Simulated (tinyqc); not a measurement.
Effective-mass impurity with a central-cell term, in a basis of Slater functions: one step, computed by the program tinyqc.

The envelope obeys H = -nabla^2 - (2/r) [Z + A exp(-kappa r)] in effective units, with kappa = a*/lambda; positive A deepens the well near the core.

Question. Generalised eigenproblem. (T + V + W) c = E S c with c^T S c = 1 and the largest component positive.

Impurity: acceptor, one isotropic band.

kinetic T (Ry*):
```
           1          2
1     0.2704  0.4911205
2  0.4911205   1.557504
```

Coulomb V (Ry*):
```
           1          2
1      -1.04  -1.337988
2  -1.337988     -2.496
```

central cell W (Ry*):
```
             1           2
1  -0.04338147  -0.1429848
2   -0.1429848  -0.4745150
```

overlap S:
```
          1         2
1  1.000000  0.756781
2  0.756781  1.000000
```

Give: two lowest levels; coefficients of the lowest state; <T>; <W>.

Answer.

two lowest levels (Ry*): -1.4260  -0.2773

coefficients of the lowest state: -0.1629  1.1176

<T> = 1.7737 Ry*

<W> = -0.54175 Ry*
